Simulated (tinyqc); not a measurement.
Worked calculation: averaged masses of warped heavy- and light-hole bands. Values are carried at full precision from step to step, so a last printed digit may differ when a step is redone from the rounded ones.

Constants: Ry = 13.60569312 eV; a0 (Bohr radius) = 0.5291772105 angstrom; kB = 8.617333262e-05 eV/K; hbar^2/2m0 = 3.80998211 eV angstrom^2.

Parameters, chosen for this exercise (near those of GaP; the results hold for these values, not for the real material):
- g1 = 4.04 (Luttinger gamma1)
- g2 = 0.49 (gamma2)
- g3 = 1.25 (gamma3)
- eps = 11.13 (dielectric constant)
- mso = 0.254 m0 (split-off mass)
- Dso = 0.079 eV (spin-orbit splitting)
- T = 200 K (temperature)

## Other forms of the parameters

Dresselhaus-Kip-Kittel form E = c [A k^2 -/+ sqrt(B^2 k^4 + C^2 (kx^2 ky^2 + ky^2 kz^2 + kz^2 kx^2))] with A = g1, B = 2 g2, C^2 = 12 (g3^2 - g2^2). Spherical form: mu = (6 g3 + 4 g2)/(5 g1), delta = (g3 - g2)/g1, masses 1/(g1 (1 -/+ mu)). Effective rydberg R* = Ry/(g1 eps^2) and radius a* = a0 g1 eps.

A, B, |C|: [4.040, 0.980, 3.984]

mu, delta: [0.4683, 0.1881]

spherical masses, heavy and light (m0): [0.4655, 0.1686]

R* = 27.19 meV
a* = 23.8 angstrom

delta/mu = 0.40 measures the warping against the spherical splitting.

## Masses along six directions

Four-band hole energies E = c k^2 f(u), c = hbar^2/2m0, f = g1 -/+ 2 sqrt(g2^2 + 3 (g3^2 - g2^2) s), s = ux^2 uy^2 + uy^2 uz^2 + uz^2 ux^2 for the unit vector u; minus for heavy, plus for light holes; the mass along u is 1/f.

Give s and both masses.

Masses (m0):
```
direction        s   heavy   light
[100]      0.00000  0.3268  0.1992
[110]      0.25000  0.5494  0.1597
[111]      0.33333  0.6494  0.1529
[210]      0.16000  0.4610  0.1692
[221]      0.29630  0.6022  0.1558
[411]      0.10185  0.4107  0.1771
```

The heavy mass grows by a factor of 1.99 from [100] to [111] while the light one shrinks by 23 %; 1/m_heavy + 1/m_light = 2 g1 in every direction.

## Density-of-states masses from three directions

m_d^(3/2) is the angular mean of m(u)^(3/2). The rule mean = (10 F[100] + 16 F[110] + 9 F[111])/35 is exact for cubic harmonics up to sixth order. Total m_d = (m_h^(3/2) + m_l^(3/2))^(2/3).

m^(3/2):
```
direction    heavy    light
[100]      0.18682  0.08891
[110]      0.40722  0.06385
[111]      0.52326  0.05979
```

m_d heavy, light (m0): [0.5192, 0.1698]

total = 0.5820 m0
share of light holes = 15.8 %

## Averages on a grid

Grid: n x n midpoints in cos(theta) from 0 to 1 and phi from 0 to pi/2, equal weights. m_d = <f^(-3/2)>^(2/3). Conductivity mass for one scattering time: 1/m_c = <|w|^2 f^(-5/2)>/<f^(-3/2)> with w = grad_k(k^2 f)/(2 k), that is |w|^2 = f^2 + |angular gradient of f|^2/4.

Use n = 40.

m_d heavy, light (m0): [0.5084, 0.1665]

m_c heavy, light (m0): [0.4457, 0.1630]

The three-direction rule differs from the grid by +2.11 % for heavy holes. Warping makes m_c of the heavy holes 12 % smaller than m_d; on a sphere the two are equal.

## Effective density of states

Nv = 2 (kT/(4 pi c))^(3/2) [m_h^(3/2) + m_l^(3/2) + mso^(3/2) exp(-Dso/kT)], c = hbar^2/2m0, parabolic bands, m_h and m_l the density-of-states masses from the grid; 1 angstrom^-3 = 1e24 cm^-3.

prefactor = 1.3660e+19 cm^-3

the three terms: [0.36254, 0.06792, 0.00131]

Nv = 5.898e+18 cm^-3

shares (%): [84.0, 15.7, 0.3]

kT/Dso = 0.22: thermal holes reach energies comparable with Dso, where the four-band form fails and the true Nv is larger.

## Checks

- m_d and m_c of heavy holes for g2 = g3 against 1/(g1 - 2 g3): they agree to 1e-10 or better.
- m_d of heavy holes on grids of 40 and 160: both 0.5084.

Program tinyqc; command `OMP_NUM_THREADS=1 python tinyqc.py 1050702 1050703 out.jsonl`; about 0.02 s on one thread of a shared Intel(R) Xeon(R) Processor @ 2.30GHz.
